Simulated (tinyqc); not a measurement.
# Front-illuminated p-i-n photodiode, quantum efficiency and bandwidth: two studies

Light enters through a p layer (0 to xp), a depleted layer (xp to xp + wi) and a thick n substrate, decaying as exp(-al x); one pass, no back reflection. Carriers made in the depleted layer are all collected; those in the neutral layers diffuse.

Values chosen for this exercise; values close to those of 4H silicon carbide at this wavelength:
- lam = 280 nm (wavelength)
- al = 14900 1/cm (absorption coefficient)
- Rf = 0.1 (reflectance of the front face)
- eps_r = 9.67 (relative permittivity)
- xp = 0.17 um (thickness of the front p layer)
- wi = 0.47 um (thickness of the depleted layer)
- Dn = 4.9 cm^2/s (electron diffusion coefficient in the p layer)
- Ln = 1.5 um (electron diffusion length in the p layer)
- S = 4000 cm/s (recombination velocity of the front surface)
- Lp = 40 um (hole diffusion length in the thick n substrate)
- ve = 1.93e7 cm/s (electron drift velocity)
- vh = 1.38e7 cm/s (hole drift velocity)
- dia = 130 um (diameter)
- RL = 50 ohm (load resistance)
- Cp = 40 fF (parasitic capacitance)

Constants: q = 1.602176634e-19 C, h = 6.62607015e-34 J s, c = 299792458 m/s, eps0 = 8.8541878128e-14 F/cm where lengths are in cm. Results are converted to the units shown.

Each table varies one quantity; the others keep the values above.

## Efficiency and bandwidth against the thickness of the depleted layer

k = al Ln, s = S Ln/Dn, e = exp(-al xp); front layer f1 = (k/(k^2 - 1)) {[s + k - e (s cosh(xp/Ln) + sinh(xp/Ln))]/[s sinh(xp/Ln) + cosh(xp/Ln)] - k e}; depleted layer f2 = e (1 - exp(-al wi)); substrate f3 = e exp(-al wi) al Lp/(1 + al Lp); external efficiency (1 - Rf)(f1 + f2 + f3); responsivity = efficiency q lam/(h c). Drift response for pairs made in the depleted layer, a = al wi, g = 1 - exp(-a), u = 2 pi i f, te = wi/ve, th = wi/vh: electrons He = [g - a (exp(-a) - exp(-u te))/(u te - a)]/(u te g), holes Hh = [g - a (1 - exp(-a - u th))/(a + u th)]/(u th g); C = eps0 eps_r pi (dia/2)^2/wi + Cp; total |He + Hh|/sqrt(1 + (2 pi f RL C)^2), for the current of the depleted layer alone. Limits are the frequencies at which each factor falls to 1/sqrt(2); inverse-square sum (f_transit^-2 + f_RC^-2)^(-1/2); the diffusion currents f1 and f3 are left out of the bandwidth.

Efficiency and bandwidth against the thickness of the depleted layer:

| wi (um) | f2 | f1 + f3 | responsivity (A/W) | transit limit (GHz) | RC limit (GHz) | 3 dB bandwidth (GHz) | inverse-square sum (GHz) | bandwidth x (1 - Rf) f2 (GHz) |
|---|---|---|---|---|---|---|---|---|
| 0.059 | 0.06533 | 0.9204 | 0.2003 | 1483 | 0.1649 | 0.1649 | 0.1649 | 0.009696 |
| 0.099 | 0.1065 | 0.8799 | 0.2005 | 887.0 | 0.2763 | 0.2763 | 0.2763 | 0.02648 |
| 0.17 | 0.1737 | 0.8138 | 0.2007 | 519.8 | 0.4733 | 0.4733 | 0.4733 | 0.07399 |
| 0.28 | 0.2648 | 0.7242 | 0.2010 | 318.6 | 0.7766 | 0.7766 | 0.7766 | 0.1851 |
| 0.47 | 0.3909 | 0.6002 | 0.2014 | 192.7 | 1.295 | 1.295 | 1.295 | 0.4556 |
| 0.79 | 0.5370 | 0.4565 | 0.2019 | 117.2 | 2.153 | 2.152 | 2.152 | 1.040 |
| 1.3 | 0.6644 | 0.3312 | 0.2024 | 72.95 | 3.482 | 3.476 | 3.478 | 2.079 |
| 2.2 | 0.7470 | 0.2500 | 0.2026 | 43.71 | 5.719 | 5.655 | 5.671 | 3.802 |
| 3.8 | 0.7735 | 0.2239 | 0.2027 | 24.78 | 9.388 | 8.636 | 8.779 | 6.012 |

As wi goes from 0.059 to 3.8, the responsivity rises from 0.200 to 0.203 A/W and the bandwidth rises from 0.165 to 8.64 GHz. The RC limit is the lower one in every row. Adding inverse squares of the two limits is within 1.7 % of the full result. The product of bandwidth and fast efficiency rises from 0.00970 to 6.01 GHz. For wi = 0.059, 0.099, 0.17, 0.28, 0.47, 0.79, 1.3, 2.2 the diffusion currents exceed 0.3 of the drift current; their own response times, left out, may then shape the whole response.

## Efficiency and bandwidth against the diameter

Same model as above.

The same in every row: f2 = 0.3909; f1 + f3 = 0.6002; responsivity (A/W) = 0.2014; transit limit (GHz) = 192.7.

Results:

| dia (um) | RC limit (GHz) | 3 dB bandwidth (GHz) | inverse-square sum (GHz) | bandwidth x (1 - Rf) f2 (GHz) |
|---|---|---|---|---|
| 5 | 73.05 | 66.93 | 68.30 | 23.54 |
| 10 | 58.61 | 55.27 | 56.08 | 19.44 |
| 20 | 32.74 | 32.11 | 32.28 | 11.30 |
| 50 | 8.004 | 7.994 | 7.997 | 2.812 |
| 100 | 2.164 | 2.164 | 2.164 | 0.7613 |
| 200 | 0.5523 | 0.5523 | 0.5523 | 0.1943 |
| 1000 | 0.02224 | 0.02224 | 0.02224 | 0.007824 |

Estimate the missing row, dia = 500 um.

Computed row:

| dia (um) | RC limit (GHz) | 3 dB bandwidth (GHz) | inverse-square sum (GHz) | bandwidth x (1 - Rf) f2 (GHz) |
|---|---|---|---|---|
| 500 | 0.08889 | 0.08889 | 0.08889 | 0.03127 |

With this row back in the table: As dia goes from 5 to 1000, the responsivity stays at 0.201 A/W and the bandwidth falls from 66.9 to 0.0222 GHz. The RC limit is the lower one in every row. Adding inverse squares of the two limits is within 2.1 % of the full result. In every row the diffusion currents exceed 0.3 of the drift current; their own response times, left out, may then shape the whole response.

tinyqc, about 0.01 s, one thread, Intel Xeon 2.30GHz (shared host): `OMP_NUM_THREADS=1 python tinyqc.py 2250109 2250110 out.jsonl`
